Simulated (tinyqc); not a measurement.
Comparisons within one model: deformation potentials from a strained empirical pseudopotential. A value that a table varies takes the place of the one given here.

Diamond lattice, no spin-orbit coupling. Atomic form factor V(q) = a1 (q^2 - a2)/(a3 exp(a4 q^2) - 1) in rydberg with q in 1/bohr, for the unstrained cell. Under a strain e the reciprocal vectors and k go over into (1 + e)^(-1) G, the atoms sit at +/- tau with tau = (1 + e) a (1,1,1)/8 - zeta a (eyz, ezx, exy)/4, and H(G,G') = c |k + G|^2 delta + (V(q)/det(1 + e)) cos(q.tau), q = G - G', with the term q = 0 left out; c = hbar^2/2m0. The basis is fixed before straining: all G with |k + G|^2 up to 16 (2 pi/a)^2. k is given in units of 2 pi/a of the unstrained cell.

Constants: hbar^2/2m0 = 3.80998211 eV angstrom^2; Ry = 13.60569312 eV; a0 (Bohr radius) = 0.5291772105 angstrom.

Values chosen for the exercise (a germanium-sized cell with gaps well above those of Ge; the results hold for these values, not for the real material): a = 5.661 angstrom (lattice constant); A = (0.399, 2.428, 2.062, 0.453) (a1 (Ry bohr^2), a2 (1/bohr^2), a3, a4 (bohr^2)); h = 0.004 (size of the test strain); kD = 0.82 2 pi/a (position of the Delta minimum); a1 = 0.399; a2 = 2.428; a3 = 2.062; a4 = 0.453.

## The internal displacement

Xu of L (level 5, the lowest empty one) and d from exy = eyz = ezx = h for several zeta: Xu = [E(L [111]) - E(L [1-1-1])]/((8/3) h), d = (single valence level - pair)/(3 sqrt(3) h). zeta = 0 strains the bonds with the lattice; zeta = 1 keeps all four bond lengths equal to first order.

Results:

| zeta | Xu (L) (eV) | d (eV) |
|---|---|---|
| 0.00 | 8.84 | 1.94 |
| 0.25 | 10.04 | -0.47 |
| 0.50 | 11.26 | -2.89 |
| 0.60 | 11.74 | -3.85 |
| 0.75 | 12.48 | -5.30 |
| 1.00 | 13.72 | -7.71 |

From zeta = 0 to 1, d goes from 1.94 to -7.71 eV and Xu (L) from 8.84 to 13.72 eV, both nearly linearly: the displacement is an optical-phonon mode, and d = d(0) - zeta d0/4 gives its deformation potential d0 = 39 eV. Leaving the relaxation out (zeta = 0 for 0.5) moves d by +4.83 eV, which reverses its sign, and Xu (L) by -2.42 eV. Tetragonal strain has no such freedom.

## Size of the test strain

e = diag(-h/2, -h/2, h). Xu = [E(Delta z) - E(Delta x)]/(1.5 h) at fixed kD, b = [E(Z) - E(X, Y)]/(4.5 h); one-sided from +h alone, central from +h and -h.

Results (eV):

| h | Xu one-sided | Xu central | b one-sided | b central |
|---|---|---|---|---|
| 0.0010 | 7.771 | 7.774 | -2.987 | -2.984 |
| 0.0025 | 7.766 | 7.774 | -2.992 | -2.984 |
| 0.0050 | 7.759 | 7.774 | -3.000 | -2.984 |
| 0.0100 | 7.745 | 7.774 | -3.017 | -2.984 |
| 0.0200 | 7.718 | 7.777 | -3.050 | -2.984 |
| 0.0300 | 7.692 | 7.782 | -3.083 | -2.985 |

From h = 0.001 to 0.03 the one-sided Xu drifts by -0.078 eV and the central one by +0.009 eV; for b the drifts are -0.095 and -0.001 eV. The central difference cancels the term of second order in the strain, so its error goes as h^2. At h = 0.02 the linear law errs by 0.7 % for the valley splitting and 2.2 % for the valence splitting.

## What each parameter of the potential does

Gaps from the valence top to level 5 at Gamma and level 5 at (kD,0,0) and L, and their deformation potentials [E(+h) - E(-h)]/(3 ln((1 + h)/(1 - h))) for e = +/- h 1, h = 0.002. The row for the lattice constant keeps V(q) without the volume factor, so it is not a strain. Each row changes one parameter from the base and keeps the others.

Results:

| case | Gamma (eV) | Delta (eV) | L (eV) | potential Gamma (eV) | potential Delta (eV) | potential L (eV) |
|---|---|---|---|---|---|---|
| base | 1.604 | 1.340 | 1.184 | -9.03 | 0.76 | -2.99 |
| a = 5.604 angstrom | 1.805 | 1.098 | 1.129 | -8.84 | 1.07 | -2.79 |
| a1 = 0.403 | 1.627 | 1.411 | 1.232 | -9.12 | 0.73 | -3.03 |
| a2 = 2.452 | 1.464 | 1.402 | 1.166 | -9.08 | 0.69 | -3.03 |
| a3 = 2.083 | 1.584 | 1.244 | 1.123 | -8.93 | 0.78 | -2.96 |
| a4 = 0.458 | 1.543 | 1.265 | 1.123 | -8.89 | 0.85 | -2.90 |

The largest shifts from the base row, up to three for each result and ties (the steps differ in size, so this ranks the rows, not the parameters). Gamma (eV): a +0.200, a2 -0.140, a4 -0.061. Delta (eV): a -0.242, a3 -0.097, a4 -0.075. L (eV): a4 -0.062, a3 -0.061, a -0.056. potential Gamma (eV): a +0.19, a4 +0.15, a3 +0.10. potential Delta (eV): a +0.31, a4 +0.09, a2 -0.07. potential L (eV): a +0.20, a4 +0.10, a2 -0.04, a1 -0.04, a3 +0.04.

Computed by tinyqc, a small Python program: `OMP_NUM_THREADS=1 python tinyqc.py 1851085 1851086 out.jsonl` (the numbers bound the seed that draws the inputs); one thread of a shared host (Intel(R) Xeon(R) Processor @ 2.30GHz), about 0.2 s for the whole set of steps.
